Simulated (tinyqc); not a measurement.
A and C from the efficiency peak.

Question. ABC model of an LED: J = q da (A n + Ba n^2 + Ca n^3), IQE = Ba n^2/(A n + Ba n^2 + Ca n^3), differential lifetime 1/(A + 2 Ba n + 3 Ca n^2). The peak lies at n = sqrt(A/Ca). Given Ba, find n at the peak, A and Ca.

Parameters, values chosen for the exercise:

| symbol | value | unit | meaning |
|---|---|---|---|
| Ba | 1.3e-11 | cm^3/s | radiative coefficient of the active layer |
| da | 3.5 | nm | thickness of the active layer |

Constants: q = 1.602176634e-19 C. Results are converted to the units shown.

peak IQE = 77.908736 %
J at the peak = 5.0930390 A/cm^2

Solution. IQE J = q da Ba n^2 gives n. At the peak A n = Ca n^3, each being half of the non-radiative rate Ba n^2 (1/IQE - 1).

n at the peak = 2.333e18 cm^-3
A = 4.300e6 1/s
Ca = 7.900e-31 cm^6/s

Computed by the program tinyqc: `OMP_NUM_THREADS=1 python tinyqc.py 2300040 2300041 out.jsonl`, one thread of a shared Intel Xeon 2.30GHz, about 0.01 s for the whole run.
